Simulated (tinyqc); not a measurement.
Classical Heisenberg spin chain: exact results, Metropolis, heat-bath and over-relaxation steps, and a Monte Carlo run: one step, computed by the program tinyqc. Command: `OMP_NUM_THREADS=1 python tinyqc.py 3130580 3130581 out.jsonl heismc walk`. One thread of a shared host (Intel(R) Xeon(R) Processor @ 2.30GHz), about 0.2 s of CPU time with the checks.

E = -J sum_i s_i . s_(i+1) for unit vectors s_i on an open chain; K = J/(k_B T).

Task: Exact results. Each bond angle is independent, so u = <s_i . s_(i+1)> = coth K - 1/K, <s_i . s_(i+n)> = u^n, correlation length xi = -1/ln|u|, energy per bond -J u, heat capacity per bond c/k_B = 1 - K^2/sinh^2 K, and for the long chain chi = mu^2 (1 + u)/(3 k_B T (1 - u)) per spin.

Inputs (values chosen for the exercise, for a model chain of large moments): coupling J = 28 meV; temperature T = 67.9 K; moment mu = 4.7 mu_B.

Constants: k_B = 8.617333262e-05 eV/K; mu_B = 5.7883818060e-05 eV/T.

Give: K; u; xi; energy per bond; heat capacity; chi over the Curie value; chi.

Result:

K = 4.785

u = 0.7912

xi = 4.269 sites

energy per bond = -22.15 meV

heat capacity = 0.9936 k_B/bond

chi over the Curie value = 8.577

chi = 0.6248 mu_B/T per spin

For |K| >> 1, |u| = 1 - 1/|K| and xi = |K| - 1/2 = 4.29: the chain orders only at T = 0, and c tends to k_B, not to zero, a failure of classical spins.
